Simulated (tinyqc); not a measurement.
Worked calculation: coherent transport through a tight-binding region between two chains. Computed by tinyqc, a small Python program that keeps every step. Settings: temperature = 300, mu = -0.47. Command: `OMP_NUM_THREADS=1 python tinyqc.py 31945 31946 out.jsonl` (the two numbers bound the seeds that draw the settings). One thread of a shared host (Intel(R) Xeon(R) Processor @ 2.60GHz), about 0.07 s of CPU time with the checks.

## Transmission at E = 0.63 eV

H of the central region (eV):
$$\begin{pmatrix}
0.000000 & -1.530000 & 0.000000 & 0.000000 & -1.530000 \\
-1.530000 & 0.980000 & -1.530000 & 0.000000 & 0.000000 \\
0.000000 & -1.530000 & 0.980000 & -1.530000 & 0.000000 \\
0.000000 & 0.000000 & -1.530000 & 0.980000 & -1.530000 \\
-1.530000 & 0.000000 & 0.000000 & -1.530000 & 0.000000
\end{pmatrix}$$

Leads: semi-infinite chains with site energy 0:
```
parameter                           value
lead hopping t (eV)              1.250000
coupling to the left lead (eV)   0.490000
coupling to the right lead (eV)  0.430000
left contact site                       1
right contact site                      2
```

E = 0.630000 eV

Surface Green function g = (E - i sqrt(4 t^2 - E^2)) / (2 t^2); self-energy tc^2 g on each contact site; G = (E - H - Sigma)^(-1); Gamma = -2 Im Sigma; T = Gamma_L Gamma_R |G_LR|^2; local density of states -Im G_ii / pi.

g = 0.201600-0.774182i 1/eV

G (1/eV):
$$\begin{pmatrix}
0.344730-0.040448i & 0.353234-0.036687i & -0.258751-0.001887i & -0.412426+0.036255i & 0.164405+0.010181i \\
0.353234-0.036687i & 0.268929-0.033961i & 0.365255+0.002930i & -0.185374+0.034631i & -0.407661+0.004992i \\
-0.258751-0.001887i & 0.365255+0.002930i & 0.351479-0.031544i & 0.368744-0.010146i & -0.267126+0.029223i \\
-0.412426+0.036255i & -0.185374+0.034631i & 0.368744-0.010146i & 0.269727-0.036952i & 0.346553+0.001693i \\
0.164405+0.010181i & -0.407661+0.004992i & -0.267126+0.029223i & 0.346553+0.001693i & 0.346403-0.028836i
\end{pmatrix}$$

local density of states (1/eV): [0.012875, 0.010810, 0.010041, 0.011762, 0.009179]

transmission = 0.013423

## Transmission across the band

The same steps on a grid of energies.

T(E):
```
E (eV)              T
-2.37500000  0.007343
-2.13750000  0.006117
-1.90000000  0.004446
-1.66250000  0.003175
-1.42500000  0.002138
-1.18750000  0.001214
-0.95000000  0.000397
-0.71250000  1.15e-06
-0.47500000  0.006565
-0.23750000  0.351529
0.00000000   0.048877
0.23750000   0.023113
0.47500000   0.015764
0.71250000   0.012544
0.95000000   0.010826
1.18750000   0.009808
1.42500000   0.009159
1.66250000   0.008686
1.90000000   0.008193
2.13750000   0.007267
2.37500000   0.004405
```

levels of the isolated region (eV): [-2.575586, -0.388858, -0.299518, 2.809518, 3.394444]

## Current

I = (2e/h) int T(E) [f(E - mu - V/2) - f(E - mu + V/2)] dE at 300 K with mu = -0.47 eV, the bias not changing H; 2e^2/h = 77.48092 microsiemens; the integral runs over the band on 4001 points.

Current:
```
V (volt)  I (microampere)
0.010000         0.057517
0.050000         0.311441
0.100000         0.768481
0.200000         2.515140
0.400000         7.582203
0.800000        11.141603
```
